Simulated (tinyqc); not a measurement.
# Superjunction drift layer against a plain one, charge balance: effect of the wanted breakdown voltage

Alternating n and p pillars of equal width wp, doping N and length Lp. When depleted, the lateral field peaks at Ex = q N wp/(2 eps0 eps_r) at the pillar junctions and a uniform vertical field Ey is added; breakdown is taken where Ex^2 + Ey^2 = Ef^2. Only the n pillars conduct, narrowed by the zero-bias depletion. A first-order model: the field peaks at the pillar ends are left out.

Ec(N) = E16 (N/1e16 cm^-3)^(1/8), mu(N) = mi + (mx - mi)/(1 + (N/Nr)^0.9). Plain drift layer for BV: N solves BV = eps0 eps_r Ec(N)^2/(2 q N), W = 2 BV/Ec, Rsp = W/(q mu N). Ex = a Ef gives N = 2 eps0 eps_r a Ef/(q wp); Ey = Ef sqrt(1 - a^2); Lp = BV/Ey; xd = sqrt(eps0 eps_r Vb/(q N)) on each side; Rsp = 2 Lp/(q mu(N) N (1 - 2 xd/wp)). An imbalance dl leaves the mean net doping |dl| N/2, which tilts the vertical field by s = q |dl| N/(2 eps0 eps_r): BV(dl) = Ey Lp - s Lp^2/2, or Ey^2/(2 s) if the field reaches zero inside the pillar.

Inputs (values chosen for the exercise); values close to those of silicon:

| symbol | value | unit | meaning |
|---|---|---|---|
| eps_r | 11.9 |  | relative permittivity of the semiconductor |
| E16 | 0.411 | MV/cm | critical field at a doping of 1e16 cm^-3 |
| mx | 1330 | cm^2/(V s) | mobility at low doping |
| mi | 94.4 | cm^2/(V s) | mobility at high doping |
| Nr | 1.3e17 | cm^-3 | reference doping of the mobility |
| wp | 1 | um | width of each pillar |
| Ef | 0.31 | MV/cm | critical field inside the pillars |
| a | 0.73 |  | lateral peak field as a share of Ef |
| Vb | 0.8 | V | built-in voltage of the pillar junctions |
| dl | -1.6 | % | charge imbalance (Nn - Np)/N |

Constants: q = 1.602176634e-19 C, eps0 = 8.8541878128e-14 F/cm where lengths are in cm. Results are converted to the units shown.

The same in every row: N (cm^-3) = 2.976e16.

Effect of the wanted breakdown voltage:

| BV (V) | Lp (um) | Rsp, pillars (mohm cm^2) | Rsp, plain (mohm cm^2) | BV(dl) (V) |
|---|---|---|---|---|
| 75 | 3.540 | 0.1888 | 0.2860 | 72.73 |
| 110 | 5.192 | 0.2770 | 0.7285 | 105.1 |
| 170 | 8.024 | 0.4281 | 2.129 | 158.3 |
| 260 | 12.27 | 0.6547 | 6.100 | 232.7 |
| 390 | 18.41 | 0.9820 | 16.72 | 328.7 |
| 590 | 27.85 | 1.486 | 46.90 | 449.6 |
| 890 | 42.01 | 2.241 | 130.8 | 570.5 |
| 1400 | 66.08 | 3.525 | 405.3 | 619.9 |

As BV goes from 75 to 1400 V, Rsp of the pillars rises from 0.189 to 3.53 mohm cm^2 and BV with the imbalance rises from 72.7 to 620 V. Rsp goes as BV^(1.00) for the pillars and BV^(2.48) for the plain layer; the pillars win in 8 of the 8 rows. For BV = 890 to 1400 V the aspect ratio passes 30, which is hard to make.

Numbers from tinyqc (`OMP_NUM_THREADS=1 python tinyqc.py 2590070 2590071 out.jsonl`; about 0.01 s on one thread of a shared Intel Xeon 2.30GHz).
